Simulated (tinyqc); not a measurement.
Koster-Slater impurity in an sp3s* host: one step. A first estimate from the table.

Values chosen for the exercise (out of a larger set: near a published set for GaP; not measured data): V = -3.9 eV (shift of the s level).

G(E) (1/eV):

| E (eV) | G_s | G_p |
|---|---|---|
| 0.000000 | -0.0736908 | 0.0106780 |
| 0.292303 | -0.0927689 | -0.0312924 |
| 0.584606 | -0.1150403 | -0.0615972 |
| 0.876910 | -0.1422790 | -0.0903896 |
| 1.169213 | -0.1773357 | -0.1219933 |
| 1.461516 | -0.2254557 | -0.1616893 |
| 1.753819 | -0.2980116 | -0.2208985 |
| 2.046123 | -0.4277024 | -0.3406014 |
| 2.338426 | -0.8355955 | -1.1195277 |

Task: A defect that shifts the s level of its cation site by V has a level where the host Green function G_s(E) equals 1/V; E is counted from the top of the valence band. Find it by linear interpolation between the two rows that bracket it.

Give: 1/V; estimated level.

Result:

1/V = -0.25641 1/eV
estimated level = 1.586 eV

Run: tinyqc, `OMP_NUM_THREADS=1 python tinyqc.py 1450015 1450016 out.jsonl`; Intel(R) Xeon(R) Processor @ 2.30GHz, one thread, shared host; about 0.01 s of CPU time with all checks.
